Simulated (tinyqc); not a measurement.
Worked calculation: sp3 tight binding, zinc-blende lattice. One step of it, computed by the program tinyqc.

Problem. Bloch Hamiltonian at X. Slater-Koster rules over the four bonds with direction cosines (l, m, n): ss V_ss; s-px l V_sp; px-s -l V_sp; px-px l^2 V_pps + (1 - l^2) V_ppp; px-py l m (V_pps - V_ppp); each times exp(i k.d).

Parameters chosen for this model: zinc-blende lattice, anion at 0, cation at a/4 (1,1,1); V = eta hbar^2 / (m d^2), hbar^2/m = 7.619964 eV angstrom^2:
```
parameter          value      unit
a               4.160000  angstrom
d               1.801333  angstrom
Es anion      -16.120000        eV
Ep anion       -6.910000        eV
Es cation     -13.480000        eV
Ep cation      -5.530000        eV
eta ss         -1.320000
eta sp          1.420000
eta pp sigma    2.220000
eta pp pi      -0.630000
V ss           -3.099837        eV
V sp            3.334674        eV
V pp sigma      5.213363        eV
V pp pi        -1.479468        eV
```

k point X (2 pi / a): 1  0  0

Give: H(k) at X.

Solution.

H(k) at X (eV):
```
               a s          a px          a py          a pz
a s        -16.120         0.000         0.000         0.000
a px         0.000        -6.910         0.000         0.000
a py         0.000         0.000        -6.910         0.000
a pz         0.000         0.000         0.000        -6.910
c s          0.000  0.000+7.701i         0.000         0.000
c px  0.000-7.701i         0.000         0.000         0.000
c py         0.000         0.000         0.000  0.000-8.924i
c pz         0.000         0.000  0.000-8.924i         0.000

               c s          c px          c py          c pz
a s          0.000  0.000+7.701i         0.000         0.000
a px  0.000-7.701i         0.000         0.000         0.000
a py         0.000         0.000         0.000  0.000+8.924i
a pz         0.000         0.000  0.000+8.924i         0.000
c s        -13.480         0.000         0.000         0.000
c px         0.000        -5.530         0.000         0.000
c py         0.000         0.000        -5.530         0.000
c pz         0.000         0.000         0.000        -5.530
```
